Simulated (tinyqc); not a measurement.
Quasi-harmonic thermal expansion with mode Grueneisen parameters: one step, computed by the program tinyqc. Command: `OMP_NUM_THREADS=1 python tinyqc.py 3014376 3014377 out.jsonl qha walk`. One thread of a shared host (Intel(R) Xeon(R) Processor @ 2.30GHz), about 0.03 s of CPU time with the checks.

A crystal with two atoms a cell; per atom there are 1 transverse acoustic (TA), 1/2 longitudinal acoustic (LA) and 3/2 optical (O) modes. Every frequency of group i scales as nu_i (V/V0)^(-gamma_i). The acoustic groups have Debye spectra, density 3 nu^2/nu_i^3 up to nu_i (40 Gauss-Legendre points); the optical group has one frequency. Static energy: E = (9 V0 B0/16) [y^3 B' + y^2 (2 - 4 y)], y = (V0/V)^(2/3) - 1, with pressure P_s = (3 B0/2) (z^7 - z^5) [1 + (3/4)(B' - 4)(z^2 - 1)], z = (V0/V)^(1/3).

Question. Properties at the equilibrium volume. For a mode with x = h nu/(k_B T), n = 1/(exp(x) - 1): U = h nu (n + 1/2), C/k_B = x^2 n (n + 1); U_i and C_i sum these over group i with its weight per atom. Phonon pressure P_ph = sum_i gamma_i U_i/V. B_T = -V d(P_s + P_ph)/dV at fixed T (central difference, step 1e-4 V); alpha_V = sum gamma_i C_i k_B/(B_T V), all at V(T); the linear coefficient is alpha_L = alpha_V/3. C_P - C_V = alpha_V^2 B_T V T; the optical frequency is nu_O (V/V0)^(-gamma_O).

Inputs (values chosen for the exercise, modelled on zinc selenide):
```
quantity                       value             unit
static volume V0                22.8  angstrom^3/atom
static bulk modulus B0          59.7              GPa
static B'                       4.84                -
frequency nu_TA                 2.06              THz
frequency nu_LA                 4.92              THz
frequency nu_O                  7.08              THz
Grueneisen parameter gamma_TA   -1.1                -
Grueneisen parameter gamma_LA    1.1                -
Grueneisen parameter gamma_O     1.4                -
temperature T                    300                K
```

Acoustic groups: Debye.

volume V(T) = 22.92460 angstrom^3/atom

Constants: h x 1 THz = 4.135667696 meV; k_B = 8.617333262e-05 eV/K; 1 eV/angstrom^3 = 160.2176634 GPa.

Give: volume change from V0; isothermal bulk modulus B_T; linear expansion coefficient; C_V; C_P - C_V; optical frequency at V(T).

Answer.

volume change from V0 = 0.5465 %

isothermal bulk modulus B_T = 58.58 GPa

linear expansion coefficient = 4.564 ppm/K

C_V = 2.831 k_B/atom

C_P - C_V = 0.005470 k_B/atom

optical frequency at V(T) = 7.026 THz
